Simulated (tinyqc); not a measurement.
Trading HF for NH4F at fixed fluoride: speciation in dilute and buffered hydrofluoric acid, oxide etch rate and bath loading. Computed by tinyqc, a small Python program. Command: `OMP_NUM_THREADS=1 python tinyqc.py 3120784 3120785 out.jsonl hfetch walk`. One thread of a shared host (Intel(R) Xeon(R) Processor @ 2.30GHz), about 0.01 s of CPU time with the checks.

Concentrations stand for activities, NH4+ and Cl- are spectators, and water ionisation is neglected. H, F and HF2 denote the ions H+, F- and HF2-. The base temperature is 298 K.

Inputs (values chosen for the exercise, of the order of those for thermal oxide at room temperature):

| quantity | value | unit |
|---|---|---|
| HF added | 1.3 | mol/L |
| NH4F added | 3.5 | mol/L |
| K1 = [H][F]/[HF] | 0.00064 | mol/L |
| K2 = [HF2]/([HF][F]) | 4.01 | L/mol |
| K3 = [H2F2]/[HF]^2 | 0 | L/mol |
| rate constant of neutral HF k_a | 17 | nm L/(min mol) |
| rate constant of HF2 k_b | 68 | nm L/(min mol) |

Method:
- Fluoride balance: [HF] + [F] + 2 [HF2] + 2 [H2F2] = HF added + NH4F added. Acid balance: [H] + [HF] + [HF2] + 2 [H2F2] = HF added + HCl added. For a trial [H], [HF] = [H][F]/K1, and the fluoride balance is a quadratic in [F].
- Rate = k_a ([HF] + 2 [H2F2]) + k_b [HF2], an empirical two-term form.
- Total fluoride is held at HF + NH4F added, without HCl; x is the share added as HF.

Against x:

| x | pH | [F] (mol/L) | [HF] (mol/L) | [HF2] (mol/L) | rate (nm/min) |
|---|---|---|---|---|---|
| 0.05 | 5.7146 | 4.3331e+00 | 1.3061e-02 | 0.2269 | 15.65 |
| 0.15 | 5.0356 | 3.4091e+00 | 4.9078e-02 | 0.6709 | 46.46 |
| 0.30 | 4.3218 | 2.0746e+00 | 1.5451e-01 | 1.2854 | 90.04 |
| 0.40 | 3.8020 | 1.2745e+00 | 3.1418e-01 | 1.6057 | 114.53 |
| 0.50 | 3.1947 | 6.5956e-01 | 6.5829e-01 | 1.7411 | 129.58 |
| 0.60 | 2.5889 | 3.1549e-01 | 1.2703e+00 | 1.6071 | 130.88 |
| 0.75 | 1.8438 | 1.1086e-01 | 2.4822e+00 | 1.1035 | 117.23 |
| 0.90 | 1.1579 | 3.4390e-02 | 3.7354e+00 | 0.5151 | 98.53 |
| 1.00 | 0.6439 | 1.2287e-02 | 4.3583e+00 | 0.2147 | 88.69 |

What follows from these numbers?

[HF2] is largest at x = 0.5 and the rate at x = 0.6 among these rows; HF2 needs both HF and F. At its best the mixture etches 1.48 times as fast as HF alone.

Extremes, crossings and ranges named in words are read from the listed rows.
